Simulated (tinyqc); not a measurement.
# AlGaN/GaN HEMT with access regions, lumped model: what changes with what

A polarisation-induced electron sheet under a Schottky gate, in series with two ungated access regions and contacts. Drift law v = mu E/(1 + mu E/vs) under the gate. Currents in mA/mm, resistances in ohm mm. No self-heating, no channel-length modulation; fits for polarisation, barrier and offset are chosen for the exercise.

Inputs (values chosen for the exercise); values close to those of AlGaN/GaN structures: aluminium share of the barrier x = 0.29; barrier thickness d = 25 nm; relative permittivity of barrier and channel eps_r = 9.5; channel mobility mu = 1600 cm^2/(V s); saturation velocity vs = 1.5e7 cm/s; gate length Lg = 1.5 um; source access length Ls = 1 um; drain access length Ld = 8 um; resistance of each contact Rc = 0.59 ohm mm; share of the drain-access electrons removed by traps ft = 0.46; gate voltage Vg = -0.5 V.

Constants: q = 1.602176634e-19 C, eps0 = 8.8541878128e-14 F/cm where lengths are in cm. Results are converted to the units shown.

Each table varies one quantity; the others keep the values above.

## Effect of the barrier thickness

sigma = (5e13 x + 1.6e13 x^2) cm^-2, phiB = 0.84 + 1.3 x, dEc = 0.7 (1.71 x + x^2) in volts, Cb = eps0 eps_r/d, VT = phiB - dEc - q sigma/Cb, access density n0 = -Cb VT/q. Access resistance R(L, n) = L/(q mu n sqrt(1 - (I/(q n vs))^2)); Rs = Rc + R(Ls, n0), Rd = Rc + R(Ld, (1 - ft) n0). Vg' = Vg - I Rs, Vd' = Vd - I (Rs + Rd); with u = Vg' - VT, Vc = vs Lg/mu and w the smaller of Vd' and Vc [sqrt(1 + 2 u/Vc) - 1] (0 if negative), the channel gives (mu Cb/Lg)(u w - w^2/2)/(1 + w/Vc). I equals that channel current. Isat is I at Vd = 10 V, gm = dIsat/dVg, Ron the limit of Vd/I at small Vd.

Effect of the barrier thickness:
```
d (nm),VT (V),n0 (cm^-2),Ron (ohm mm),Isat (mA/mm),gm (mS/mm)
8,-1.604,1.052e13,7.850,262.6,344.4
11,-2.509,1.197e13,6.942,501.9,343.9
14,-3.414,1.280e13,6.533,709.0,324.8
18,-4.622,1.348e13,6.243,939.9,295.9
22,-5.829,1.391e13,6.075,1130,253.7
27,-7.338,1.427e13,5.944,1226,62.32
33,-9.149,1.456e13,5.844,1271,32.03
```

What does the table show?

As d goes from 8 to 33 nm, Ron falls from 7.85 to 5.84 ohm mm, Isat rises from 263 to 1270 mA/mm and gm falls from 344 to 32.0 mS/mm. VT falls from -1.60 to -9.15 V. For d = 11 to 33 nm the power passes 5 W/mm, where self-heating, left out here, lowers the current. At d = 33 nm the barrier is thick and rich enough in aluminium to relax or crack. For d = 22 to 33 nm the gated channel is not yet saturated at 10 V, because the access regions take the voltage, and gm drops.

## Effect of the share of the drain-access electrons removed by traps

Same model as above.

The same in every row: VT (V) = -6.734; n0 (cm^-2) = 1.414e13.

Results:
```
ft,Ron (ohm mm),Isat (mA/mm),gm (mS/mm)
0,4.109,1253,251.9
0.1,4.355,1253,251.9
0.2,4.661,1253,251.9
0.3,5.055,1253,251.9
0.4,5.581,1248,190.4
0.5,6.316,1148,55.53
0.7,9.258,757.9,5.804
```

Estimate the missing row, ft = 0.6.

Computed row:
```
ft,Ron (ohm mm),Isat (mA/mm),gm (mS/mm)
0.6,7.419,972.1,17.88
```

With this row back in the table: As ft goes from 0 to 0.7, Ron rises from 4.11 to 9.26 ohm mm, Isat falls from 1250 to 758 mA/mm and gm falls from 252 to 5.80 mS/mm. The ceiling Cb vs is 505 mS/mm. In every row the power passes 5 W/mm, where self-heating, left out here, lowers the current. For ft = 0.4 to 0.7 the gated channel is not yet saturated at 10 V, because the access regions take the voltage, and gm drops.

## Effect of the gate length

Same model as above.

The same in every row: VT (V) = -6.734; n0 (cm^-2) = 1.414e13.

Effect of the gate length:
```
Lg (um),Ron (ohm mm),Isat (mA/mm),gm (mS/mm)
0.05,5.557,1337,1.558
0.09,5.569,1334,2.856
0.16,5.590,1328,5.240
0.29,5.629,1318,10.08
0.52,5.697,1299,20.08
0.93,5.819,1261,43.37
1.7,6.049,1177,110.1
3,6.436,1008,219.7
```

As Lg goes from 0.05 to 3 um, Ron rises from 5.56 to 6.44 ohm mm, Isat falls from 1340 to 1010 mA/mm and gm rises from 1.56 to 220 mS/mm. The ceiling Cb vs is 505 mS/mm. In every row the power passes 5 W/mm, where self-heating, left out here, lowers the current. For Lg = 0.05 to 1.7 um the gated channel is not yet saturated at 10 V, because the access regions take the voltage, and gm drops.

Numbers from tinyqc (`OMP_NUM_THREADS=1 python tinyqc.py 2570009 2570010 out.jsonl`; about 0.02 s on one thread of a shared Intel Xeon 2.30GHz).
